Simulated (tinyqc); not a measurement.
From results to parameters: minimal-basis H2. Computed by the program tinyqc with PySCF.

Problem. For two electrons in the two orbitals of minimal-basis H2, the CIS energies are e2 - e1 - J12 + 2 K12 and e2 - e1 - J12, and E_corr = D - sqrt(D^2 + K12^2) with 2D the energy of the double excitation. Find J12, K12, D, the MP2 energy and the weight of the double excitation.

orbital gap e2 - e1 = 0.58805282 hartree
CIS singlet and triplet energies (hartree): 0.483709  0.026399
FCI correlation energy = -0.08529449 hartree

Solution. Half the singlet-triplet splitting is K12, the gap less the triplet energy is J12, D = (E_corr^2 - K12^2)/(2 E_corr), MP2 is -K12^2/(2 gap), and the weight is c^2/(1 + c^2) with c = E_corr/K12.

J12, K12, D (hartree): 0.562  0.229  0.264
MP2 correlation energy = -0.044454 hartree
weight of the double excitation = 0.122
